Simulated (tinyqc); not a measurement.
Trench capacitor in an array: capacitance, non-linearity, leakage and relaxation: cell against the aspect ratio.

A film between two metal electrodes, each interface adding a series capacitance ci. The small-signal permittivity is ek (1 + aq E^2); the field is found with the linear permittivity. Leakage J = J0 sinh(E/Ef). After a voltage step the film passes a relaxation current kr C V tt^(-nr), tt being the time in seconds. The sidewall is a coaxial capacitor with radii a = dm/2 - t and b = dm/2, depth AR dm; the end face is left out.

Per length 1/c = ln(b/a)/(2 pi eps0 ek) + (1/a + 1/b)/(2 pi ci); cell capacitance c AR dm; per footprint over pt^2; fields c V/(2 pi eps0 ek r) at r = a and b; resistance of the inner electrode rho AR dm/(pi a^2); time constant R C/3 of the distributed line.

Parameters, values chosen for the exercise; permittivity of the order of that of zirconium oxide: relative permittivity of the film ek = 38; film thickness t = 8.1 nm; capacitance of each electrode interface (dead layer and screening) ci = 1000 uF/cm^2; bias V = 1.5 V; diameter of the hole dm = 90 nm; pitch of the square array pt = 180 nm; resistivity of the inner electrode rho = 370 uohm cm.

Constants: eps0 = 8.8541878128e-14 F/cm where lengths are in cm. Results are converted to the units shown.

The same in every row: field at a (MV/cm) = 2.0314; field at b (MV/cm) = 1.6657.

Result of one run:
```
cell capacitance (fF)	per footprint (uF/cm^2)	R (kohm)	R C/3 (ps)
9.5079	29.345	0.77847	2.4672
```

Which aspect ratio, depth over diameter AR gave this result: 10, 50, 70 or 100?

AR = 10.

The whole series:
```
AR	cell capacitance (fF)	per footprint (uF/cm^2)	R (kohm)	R C/3 (ps)
5	4.7540	14.673	0.38923	0.61680
10	9.5079	29.345	0.77847	2.4672
20	19.016	58.691	1.5569	9.8688
30	28.524	88.036	2.3354	22.205
50	47.540	146.73	3.8923	61.680
70	66.555	205.42	5.4493	120.89
100	95.079	293.45	7.7847	246.72
```

As AR goes from 5 to 100, the cell capacitance rises from 4.75 to 95.1 fF, the capacitance per footprint rises from 14.7 to 293 uF/cm^2, the ratio of the two fields stays at 1.22 and R C/3 rises from 0.617 to 247 ps; the time constant goes as AR^(2.00) between the first two rows and AR^(2.00) between the last two.

Computed by the program tinyqc: `OMP_NUM_THREADS=1 python tinyqc.py 2102157 2102158 out.jsonl`, one thread of a shared Intel Xeon 2.30GHz, about 0.01 s for the whole run.
